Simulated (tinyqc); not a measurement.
Spin coating of a resist or spin-on film: centrifugal thinning, evaporation and the final thickness (Emslie and Meyerhofer models). Changing the solids volume fraction c0. Computed by tinyqc, a small Python program. Command: `OMP_NUM_THREADS=1 python tinyqc.py 3111287 3111288 out.jsonl spincoat sweep`. One thread of a shared host (Intel(R) Xeon(R) Processor @ 2.30GHz), about 0.2 s of CPU time with the checks.

A Newtonian film stays uniform over the wafer; solvent and solids have the same density and the concentration is uniform through the thickness.

Inputs (values chosen for the exercise, of the order of those of a polymer resist in an ester solvent):

| quantity | value | unit |
|---|---|---|
| kinematic viscosity of the solvent nu_s | 1.7 | mm^2/s |
| viscosity constant k | 2000 | mm^2/s |
| viscosity exponent gamma | 3.5 | - |
| spin speed f | 800 | rpm |
| evaporation rate at 1000 rpm e0 | 0.12 | micrometre/s |
| starting thickness h0 | 600 | micrometre |
| wafer radius R | 100 | mm |
| shrinkage in the bake | 14 | % |

Method:
- omega = 2 pi f/60; nu(c) = nu_s + k c^gamma; evaporation rate e = e0 sqrt(f/1000 rpm).
- Flow constant K = 2 omega^2/(3 nu(c0)); Reynolds number of the air omega R^2/nu_air with nu_air = 15 mm^2/s.
- Meyerhofer estimate: flow rules until (1 - c0) K h^3 = e, then evaporation alone: h_w = (e/((1 - c0) K))^(1/3), dry film c0 h_w.
- Full model for solids s and liquid l per area, h = s + l, c = s/h: ds/dt = -c Q, dl/dt = -(1 - c) Q - e, Q = 2 omega^2 h^3/(3 nu(c)); integrated adaptively (relative tolerance 1e-9) until l = 0.
- Dry film = s at l = 0, before the bake; film after the bake = s x (1 - shrinkage).

One run for each value:

| solids volume fraction c0 | dry film (nm) | nu(c0) (mm^2/s) | dry film, estimate (nm) | time to dry (s) |
|---|---|---|---|---|
| 0.010 | 33.9 | 1.700 | 34.0 | 37.89 |
| 0.016 | 54.4 | 1.701 | 54.6 | 37.73 |
| 0.025 | 85.5 | 1.705 | 85.6 | 37.53 |
| 0.040 | 139.5 | 1.726 | 138.2 | 37.44 |
| 0.063 | 232.7 | 1.826 | 223.6 | 38.13 |
| 0.100 | 431.4 | 2.332 | 390.3 | 41.82 |
| 0.160 | 959.6 | 4.977 | 822.6 | 53.44 |
| 0.250 | 2350.5 | 17.325 | 2023.0 | 75.13 |
| 0.400 | 6396.4 | 82.654 | 5869.8 | 104.98 |

Over the rows, dry film (nm) rises from 33.9 to 6400 (exponent d ln y / d ln x 1.0 between the first rows and 2.1 between the last); nu(c0) (mm^2/s) rises from 1.70 to 82.7 (exponent d ln y / d ln x 0.0010 between the first rows and 3.3 between the last); dry film, estimate (nm) rises from 34.0 to 5870 (exponent d ln y / d ln x 1.0 between the first rows and 2.3 between the last). In the estimate the dry film goes as c0 (nu/(1 - c0))^(1/3), so its exponent rises above 1 once the solids raise the viscosity.
